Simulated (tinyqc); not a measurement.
Worked calculation: UHF in the sto-6g basis, for BeH+, spin multiplicity 1. One step of it, computed by the program tinyqc.

Task: Iteration 3: diagonalisation and new density. A level shift of 0.5 hartree raises the virtual space: F + shift (S - S D(s) S), with D(s) the density of one spin. Diagonalise F' = X^T F X, C = X C', fill 2 alpha and 2 beta electrons from the bottom; D(s) = C_occ C_occ^T. Each column has its largest component positive (the first on a tie).

extrapolated F(alpha) (hartree), order 1Be 1s, 1Be 2s, 1Be 2px, 1Be 2py, 1Be 2pz, 2H 1s:
```
[[-5.093580, -1.367119, -0.000492, -0.001288, 0.020558, -0.308482],
 [-1.367119, -0.847172, -0.012441, -0.032550, -0.143167, -0.529563],
 [-0.000492, -0.012441, -0.144840, 0.005688, -0.000053, -0.005405],
 [-0.001288, -0.032550, 0.005688, -0.132132, -0.000138, -0.014141],
 [0.020558, -0.143167, -0.000053, -0.000138, -0.327624, -0.434878],
 [-0.308482, -0.529563, -0.005405, -0.014141, -0.434878, -0.517406]]
```

extrapolated F(beta) (hartree), order 1Be 1s, 1Be 2s, 1Be 2px, 1Be 2py, 1Be 2pz, 2H 1s:
```
[[-5.093580, -1.367119, 0.000492, 0.001288, 0.020558, -0.308482],
 [-1.367119, -0.847172, 0.012441, 0.032550, -0.143167, -0.529563],
 [0.000492, 0.012441, -0.144840, 0.005688, 0.000053, 0.005405],
 [0.001288, 0.032550, 0.005688, -0.132132, 0.000138, 0.014141],
 [0.020558, -0.143167, 0.000053, 0.000138, -0.327624, -0.434878],
 [-0.308482, -0.529563, 0.005405, 0.014141, -0.434878, -0.517406]]
```

X, order 1Be 1s, 1Be 2s, 1Be 2px, 1Be 2py, 1Be 2pz, 2H 1s:
```
[[1.026510, -0.141599, 0.000000, 0.000000, -0.010064, 0.020392],
 [-0.141599, 1.127328, 0.000000, 0.000000, 0.117406, -0.299281],
 [0.000000, 0.000000, 1.000000, 0.000000, 0.000000, 0.000000],
 [0.000000, 0.000000, 0.000000, 1.000000, 0.000000, 0.000000],
 [-0.010064, 0.117406, 0.000000, 0.000000, 1.135458, -0.346487],
 [0.020392, -0.299281, 0.000000, 0.000000, -0.346487, 1.233945]]
```

D(alpha) after iteration 2, order 1Be 1s, 1Be 2s, 1Be 2px, 1Be 2py, 1Be 2pz, 2H 1s:
```
[[1.010864, -0.040407, -0.012839, -0.033591, -0.057905, -0.073141],
 [-0.040407, 0.168592, 0.037436, 0.097947, 0.160728, 0.208578],
 [-0.012839, 0.037436, 0.008328, 0.021788, 0.035765, 0.046404],
 [-0.033591, 0.097947, 0.021788, 0.057007, 0.093574, 0.121412],
 [-0.057905, 0.160728, 0.035765, 0.093574, 0.153606, 0.199297],
 [-0.073141, 0.208578, 0.046404, 0.121412, 0.199297, 0.258584]]
```

D(beta) after iteration 2, order 1Be 1s, 1Be 2s, 1Be 2px, 1Be 2py, 1Be 2pz, 2H 1s:
```
[[1.010864, -0.040407, 0.012839, 0.033591, -0.057905, -0.073141],
 [-0.040407, 0.168592, -0.037436, -0.097947, 0.160728, 0.208578],
 [0.012839, -0.037436, 0.008328, 0.021788, -0.035765, -0.046404],
 [0.033591, -0.097947, 0.021788, 0.057007, -0.093574, -0.121412],
 [-0.057905, 0.160728, -0.035765, -0.093574, 0.153606, 0.199297],
 [-0.073141, 0.208578, -0.046404, -0.121412, 0.199297, 0.258584]]
```

overlap S, order 1Be 1s, 1Be 2s, 1Be 2px, 1Be 2py, 1Be 2pz, 2H 1s:
```
[[1.000000, 0.254764, 0.000000, 0.000000, 0.000000, 0.057240],
 [0.254764, 1.000000, 0.000000, 0.000000, 0.000000, 0.419484],
 [0.000000, 0.000000, 1.000000, 0.000000, 0.000000, 0.000000],
 [0.000000, 0.000000, 0.000000, 1.000000, 0.000000, 0.000000],
 [0.000000, 0.000000, 0.000000, 0.000000, 1.000000, 0.494218],
 [0.057240, 0.419484, 0.000000, 0.000000, 0.494218, 1.000000]]
```

Give: F' = X^T F X; orbital energies; coefficients C; F' = X^T F X; orbital energies; coefficients C; D(alpha) after iteration 3; D(beta) after iteration 3.

Result:

F' = X^T F X (alpha) (hartree):
```
[[-4.9901, -0.7175, 0.0048, 0.0125, 0.0471, -0.0157],
 [-0.7175, -0.0955, -0.0342, -0.0896, -0.1117, -0.5207],
 [0.0048, -0.0342, 0.3510, -0.0052, -0.0224, -0.0335],
 [0.0125, -0.0896, -0.0052, 0.3394, -0.0587, -0.0877],
 [0.0471, -0.1117, -0.0224, -0.0587, 0.2263, -0.5258],
 [-0.0157, -0.5207, -0.0335, -0.0877, -0.5258, 0.1045]]
```

orbital energies (alpha) (hartree): [-5.0948, -0.7109, 0.2271, 0.3530, 0.3595, 0.8015]

coefficients C (alpha), order 1Be 1s, 1Be 2s, 1Be 2px, 1Be 2py, 1Be 2pz, 2H 1s:
```
[[0.9957, -0.1646, -0.2016, 0.0000, 0.0416, 0.1154],
 [0.0163, 0.5017, 0.7815, 0.0000, -0.1396, -0.7156],
 [0.0001, 0.0499, 0.0349, 0.9341, 0.3517, 0.0045],
 [0.0003, 0.1307, 0.0914, -0.3570, 0.9203, 0.0119],
 [-0.0036, 0.3533, -0.6220, 0.0000, 0.0239, -0.9544],
 [-0.0005, 0.4961, -0.1893, 0.0000, -0.0671, 1.2026]]
```

F' = X^T F X (beta) (hartree):
```
[[-4.9901, -0.7175, -0.0048, -0.0125, 0.0471, -0.0157],
 [-0.7175, -0.0955, 0.0342, 0.0896, -0.1117, -0.5207],
 [-0.0048, 0.0342, 0.3510, -0.0052, 0.0224, 0.0335],
 [-0.0125, 0.0896, -0.0052, 0.3394, 0.0587, 0.0877],
 [0.0471, -0.1117, 0.0224, 0.0587, 0.2263, -0.5258],
 [-0.0157, -0.5207, 0.0335, 0.0877, -0.5258, 0.1045]]
```

orbital energies (beta) (hartree): [-5.0948, -0.7109, 0.2271, 0.3530, 0.3595, 0.8015]

coefficients C (beta), order 1Be 1s, 1Be 2s, 1Be 2px, 1Be 2py, 1Be 2pz, 2H 1s:
```
[[0.9957, -0.1646, -0.2016, 0.0000, -0.0416, 0.1154],
 [0.0163, 0.5017, 0.7815, 0.0000, 0.1396, -0.7156],
 [-0.0001, -0.0499, -0.0349, 0.9341, 0.3517, -0.0045],
 [-0.0003, -0.1307, -0.0914, -0.3570, 0.9203, -0.0119],
 [-0.0036, 0.3533, -0.6220, 0.0000, -0.0239, -0.9544],
 [-0.0005, 0.4961, -0.1893, 0.0000, 0.0671, 1.2026]]
```

D(alpha) after iteration 3, order 1Be 1s, 1Be 2s, 1Be 2px, 1Be 2py, 1Be 2pz, 2H 1s:
```
[[1.0186, -0.0663, -0.0081, -0.0212, -0.0617, -0.0822],
 [-0.0663, 0.2519, 0.0251, 0.0655, 0.1772, 0.2489],
 [-0.0081, 0.0251, 0.0025, 0.0065, 0.0176, 0.0248],
 [-0.0212, 0.0655, 0.0065, 0.0171, 0.0462, 0.0648],
 [-0.0617, 0.1772, 0.0176, 0.0462, 0.1249, 0.1753],
 [-0.0822, 0.2489, 0.0248, 0.0648, 0.1753, 0.2461]]
```

D(beta) after iteration 3, order 1Be 1s, 1Be 2s, 1Be 2px, 1Be 2py, 1Be 2pz, 2H 1s:
```
[[1.0186, -0.0663, 0.0081, 0.0212, -0.0617, -0.0822],
 [-0.0663, 0.2519, -0.0251, -0.0655, 0.1772, 0.2489],
 [0.0081, -0.0251, 0.0025, 0.0065, -0.0176, -0.0248],
 [0.0212, -0.0655, 0.0065, 0.0171, -0.0462, -0.0648],
 [-0.0617, 0.1772, -0.0176, -0.0462, 0.1249, 0.1753],
 [-0.0822, 0.2489, -0.0248, -0.0648, 0.1753, 0.2461]]
```
